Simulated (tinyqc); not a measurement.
Gap voltage and exponent from three temperatures.

Problem. At constant current VBE(T) = Vg0 - a T - eta (kB T/q) ln T, where a is a constant. Find Vg0, eta and dVBE/dT at the middle temperature.

Constants: q = 1.602176634e-19 C, kB = 1.380649e-23 J/K. Results are converted to the units shown.

T (K): [233, 300, 390]
VBE at a constant current (V): [0.8562599873, 0.7383895849, 0.5740541608]

Solution. The relation is linear in Vg0, a and eta, so three points give a linear system; the slope is (VBE - Vg0 - eta kB T/q)/T. eta rests on the curvature of VBE(T) alone, so real fits need accuracy of some tens of microvolts or better.

Vg0 = 1.20 V
eta = 3.00
dVBE/dT = -1.79 mV/K

Computed by the program tinyqc: `OMP_NUM_THREADS=1 python tinyqc.py 2062001 2062002 out.jsonl`, one thread of a shared Intel Xeon 2.30GHz, about 0.02 s for the whole run.
